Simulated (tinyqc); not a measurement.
# On-chip interconnect, size-dependent resistivity and RC delay, step by step

Numbers from tinyqc (`OMP_NUM_THREADS=1 python tinyqc.py 2100060 2100061 out.jsonl`; about 0.01 s on one thread of a shared Intel Xeon 2.30GHz). Printed values are rounded.

A rectangular line between two neighbours and two ground planes. Surface and grain-boundary scattering are added to the bulk resistivity as corrections; capacitances are parallel-plate values without fringing; inductance is ignored.

Parameters, values chosen for the exercise; metal values close to those of copper:
```
symbol,value,unit,meaning
rho0,1.69,uohm cm,bulk resistivity
lam,39.4,nm,bulk mean free path
ps,0,,specular share of surface scattering
Rg,0.49,,reflection coefficient of grain boundaries
gr,2,,grain size over the metal width
wd,12,nm,drawn line width
AR,1.3,,"aspect ratio, height over width"
tl,1.9,nm,"liner on both walls and the bottom, not conducting"
sp,12,nm,space to the neighbouring lines
hd,17,nm,dielectric height to the planes above and below
ek,2.5,,relative permittivity of the dielectric
Mf,0,,Miller factor of the neighbours
Lw,19,um,line length
Rd,1300,ohm,driver resistance
Cl,0.59,fF,load capacitance
dt,3.3,ps,time step
```

Constants: eps0 = 8.8541878128e-12 F/m. Results are converted to the units shown.

Range of the model: The metal width is under the mean free path, where the thick-limit surface term and the simple sum of corrections lose accuracy.

## Resistivity, resistance and capacitance per length

Metal width x = wd - 2 tl, height y = AR wd - tl; grain boundaries (Mayadas-Shatzkes): al = (lam/(gr x)) Rg/(1 - Rg), g = 1/[1 - 3 al/2 + 3 al^2 - 3 al^3 ln(1 + 1/al)] - 1; surfaces (Fuchs-Sondheimer, thick limit): s = (3/8) lam (1 - ps)(1/x + 1/y); rho = rho0 (1 + g + s); r = rho/(x y); c = eps0 ek (2 wd/hd + 2 Mf AR wd/sp).

x = 8.2 nm
y = 13.7 nm
al = 2.308226
g = 3.132133
s = 2.880296
rho = 11.85100 uohm cm
r = 1054.923 ohm/um
c = 0.03125007 fF/um

rho is 7.01 times the bulk value; grain boundaries add more (3.13 against 2.88). The liner takes 40.0 % of the cross-section.

## Ladder and Elmore delays

6 equal pi sections: series Rs = r Lw/6; node capacitances c Lw/6, halved at nodes 0 and 6, with Cl added to node 6; Rd feeds node 0. Elmore delay of node k: the sum, over the resistors on the path to k, of resistance times all capacitance downstream of it.

Rs = 3340.589 ohm

```
node      C (fF)  Elmore delay (ps)
0     0.04947928           1.538877
1     0.09895857           5.328014
2     0.09895857           8.786572
3     0.09895857           11.91455
4     0.09895857           14.71195
5     0.09895857           17.17877
6      0.6394793           19.31500
```

The far-end value equals Rd (c Lw + Cl) + r Lw (c Lw/2 + Cl) for any number of pi sections; the line resistance contributes 92.0 % of it.

## Step 1: node voltages after a time step

v at t = 0, node 0 to 6 (V): 0  0  0  0  0  0  0

A 1 V step is applied behind Rd at t = 0. C dv/dt = -G v + b, with G the conductance matrix of the ladder (1/Rs between neighbours, 1/Rd added at node 0) and b = (1 V/Rd, 0, ...). Trapezoidal step: (C/dt + G/2) v(new) = (C/dt - G/2) v + b.

v at t = 1 dt, node 0 to 6 (V): 1.695965  1.084585  0.690504  0.434765  0.266133  0.150821  0.065726

Node 0 overshoots the 1 V source: the trapezoidal rule rings on modes much faster than dt.

## Step 2: node voltages after a time step

As before.

v at t = 2 dt, node 0 to 6 (V): 0.2652277  0.6335594  0.6942292  0.6173021  0.4898406  0.3538791  0.2283833

## Course in time

A 1 V step is applied behind Rd at t = 0. C dv/dt = -G v + b, with G the conductance matrix of the ladder (1/Rs between neighbours, 1/Rd added at node 0) and b = (1 V/Rd, 0, ...). Trapezoidal step: (C/dt + G/2) v(new) = (C/dt - G/2) v + b. The last column solves the same ladder exactly by its modes.

Voltages (V):
```
t (ps)  node 0  node 3  node 6  node 6, exact
3.300    1.696  0.4348  0.0657         0.0821
6.600    0.265  0.6173  0.2284         0.2341
9.900    1.582  0.5766  0.3724         0.3661
13.20    0.384  0.7337  0.4737         0.4757
16.50    1.510  0.7202  0.5692         0.5663
19.80    0.471  0.8097  0.6419         0.6413
23.10    1.452  0.8156  0.7047         0.7033
26.40    0.539  0.8645  0.7559         0.7546
29.70    1.404  0.8784  0.7978         0.7970
33.00    0.595  0.9037  0.8334         0.8321
36.30    1.361  0.9200  0.8618         0.8612
39.60    0.642  0.9317  0.8862         0.8852
```

The far end of the ladder reaches 0.5 V at 14.03 ps, 0.726 of its Elmore delay (ln 2 = 0.693 for a single pole); the slowest mode has a time constant of 17.38 ps. The largest error of the trapezoidal steps at that node is 16 mV. Node 0 swings up and down from step to step: the trapezoidal rule does not damp modes much faster than dt, so these swings are numerical.
